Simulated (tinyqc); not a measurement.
Two regimes over temperature: microkinetic model of low-temperature epitaxy from hydride gases: adsorption, hydrogen desorption and rate control. Computed by tinyqc, a small Python program. Command: `OMP_NUM_THREADS=1 python tinyqc.py 3025075 3025076 out.jsonl hepi walk`. One thread of a shared host (Intel(R) Xeon(R) Processor @ 2.30GHz), about 0.01 s of CPU time with the checks.

Each hydride molecule needs two free sites and leaves four hydrogen atoms, of which two leave at once as H2; theta is the hydrogen coverage, the site density is 6.78 per nm^2 and one layer is 1.358 angstrom thick.

Inputs (values chosen for the exercise, close to those used for silane and germane on Si(001)):
```
quantity                                           value  unit
silane pressure p_S                                  1.2    Pa
sticking prefactor of silane s0                    0.036     -
adsorption barrier E_s                              0.23    eV
desorption prefactor nu_d                        3.3e+11   1/s
desorption energy on silicon E_d                    2.19    eV
hydrogen carrier pressure p_H                       7700    Pa
sticking of hydrogen s_H                         1.2e-08     -
germane pressure p_G                               0.016    Pa
sticking ratio of germane to silane r_G                2     -
lowering of E_d per unit germanium fraction, dE     0.43    eV
```

Film: silicon-germanium. Order of hydrogen desorption: first.

Constants: k_B = 8.617333262e-05 eV/K; u = 1.6605390666e-27 kg; k_B = 1.380649e-23 J/K.

Method:
- Flux per site F = p/(sqrt(2 pi M k_B T) x 6.78e18 per m^2), M = 32.12 u (silane), 76.63 u (germane), 2.016 u (hydrogen); s = s0 exp(-E_s/(k_B T)); k_S = s F_S, k_G = r_G s F_G; germanium fraction x = k_G/(k_S + k_G); k = k_S + k_G; k_H = s_H F_H; k_d = nu_d exp(-(E_d - dE x)/(k_B T)).
- With k the hydride and k_H the hydrogen adsorption rate on free pairs and k_d the desorption rate, steady state: 2 (k + k_H)(1 - theta)^2 = k_d theta; growth rate R = k (1 - theta)^2 layers/s; 1 layer/s = 8.148 nm/min.
- Temperatures in kelvin are T(C) + 273.15.
- Limits: desorption-limited R = k_d k/(2 (k + k_H)), adsorption-limited R = k.

Growth:
```
T (C)    theta  G (nm/min)  desorption limit (nm/min)  adsorption limit (nm/min)
400    0.99846  4.2382e-05                 4.2447e-05                     17.950
450    0.99481  6.1469e-04                 6.1790e-04                     22.781
500    0.98512  6.1945e-03                 6.2881e-03                     27.971
550    0.96286  4.6119e-02                 4.7898e-02                     33.432
600    0.91782  2.6396e-01                 2.8760e-01                     39.084
650    0.83737  1.1864e+00                 1.4168e+00                     44.855
700    0.71191  4.2065e+00                 5.9087e+00                     50.684
750    0.54559  1.1671e+01                 2.1390e+01                     56.520
800    0.36563  2.5079e+01                 6.8590e+01                     62.320
850    0.21288  4.2161e+01                 1.9806e+02                     68.049
```

What does the comparison show, and why?

The apparent activation energy of G is 2.24 eV between the first rows and 1.08 eV between the last; full hydrogen cover gives a value near the desorption energy (plus E_s where k_H far exceeds k), a bare surface one near E_s less k_B T/2 from the flux. The coverage passes one half between 750 and 800 C, the knee of the Arrhenius plot.

Extremes, crossings and ranges named in words are read from the listed rows.
